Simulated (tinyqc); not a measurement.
Undoped symmetric double-gate MOSFET, analytic potential model: one step of the calculation.

An undoped body of thickness ts between two equal insulators and tied gates; long channel, electrons only, n = ni exp((psi - V)/Vt) with V the quasi-Fermi potential (0 at the source, Vd at the drain), constant mobility, no quantisation. Across the body psi(x) = V - 2 Vt ln[(ts/(2 beta)) sqrt(q ni/(2 eps0 eps_r Vt)) cos(2 beta x/ts)], x from the centre. Q is the electron charge per area of the whole body.

Task. Potential and electron density across the body at the source. psi(x) as above with V = 0 and beta = beta_s; n = ni exp(psi/Vt).

Parameters, values chosen for the exercise; material values those of a made-up semiconductor: temperature T = 300 K; relative permittivity of the semiconductor eps_r = 14.4; conduction-band density of states at T Nc = 1.16e19 cm^-3; body thickness ts = 6 nm.

Constants: q = 1.602176634e-19 C, kB = 1.380649e-23 J/K, Vt = kB T/q, eps0 = 8.8541878128e-14 F/cm where lengths are in cm. Results are converted to the units shown.

x/ts, point 0 to 6: [0, 0.1, 0.2, 0.3, 0.4, 0.45, 0.5]
beta_s = 0.77292492
ni = 2.0057223e12 cm^-3

Find: psi; n.

Result.

psi, point 0 to 6 (V): [0.3651, 0.3658, 0.3677, 0.3709, 0.3757, 0.3788, 0.3824]
n, point 0 to 6 (cm^-3): [2.731e18, 2.798e18, 3.010e18, 3.414e18, 4.113e18, 4.635e18, 5.330e18]

The density at the surface is 1.95 times that at the centre (1/cos^2 beta). It reaches 0.46 Nc, where Boltzmann statistics overestimate it.

Computed by the program tinyqc: `OMP_NUM_THREADS=1 python tinyqc.py 2440079 2440080 out.jsonl`, one thread of a shared Intel Xeon 2.30GHz, about 0.01 s for the whole run.
